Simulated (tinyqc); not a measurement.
Double-gate transistor below threshold, two-dimensional Poisson equation on a small mesh: one step of the calculation.

Half of a symmetric double-gate structure: row 0 is the mid-plane of the body, where the normal field vanishes. Mobile charge is neglected (subthreshold), the body is fully depleted, and potentials are counted from the intrinsic level; rows run upward to the gate, columns from source to drain.

Task. Coefficients of the five-point equations. Mesh: rows i = 0..2 in the semiconductor (step hs = tb/2, row 2 on the interface), then 1 step(s) ho = tox/1 up to the gate row 3; columns j = 0..5 (step hy = L/5). Box integration, divided by eps0: up_i = eps hy/h of the interval above row i, dn_i = that of the interval below (0 for row 0), lat_i = (sum of eps h/2 over the intervals above and below)/hy, s_i = -q Na w_i hy/eps0 with w_i the semiconductor height of the box (hs/2 for row 0 and the interface row, hs between, 0 in the insulator). Each free node obeys (up + dn + 2 lat) psi = up psi(above) + dn psi(below) + lat [psi(left) + psi(right)] + s.

Values chosen for this exercise; semiconductor permittivity made up: relative permittivity of the semiconductor eps_r = 10.9; relative permittivity of the insulator eox = 9; half the body thickness tb = 3 nm; insulator thickness tox = 3.2 nm; channel length L = 23 nm; acceptor density of the depleted body Na = 0 cm^-3.

Constants: q = 1.602176634e-19 C, eps0 = 8.8541878128e-14 F/cm where lengths are in cm. Results are converted to the units shown.

Wanted: up; dn; lat; s.

Result.

| row | up | dn | lat | s (V) |
|---|---|---|---|---|
| 0 | 33.427 | 0 | 1.7772 | 0 |
| 1 | 33.427 | 33.427 | 3.5543 | 0 |
| 2 | 12.938 | 33.427 | 4.9076 | 0 |

Numbers from tinyqc (`OMP_NUM_THREADS=1 python tinyqc.py 2480075 2480076 out.jsonl`; about 0.09 s on one thread of a shared Intel Xeon 2.30GHz).
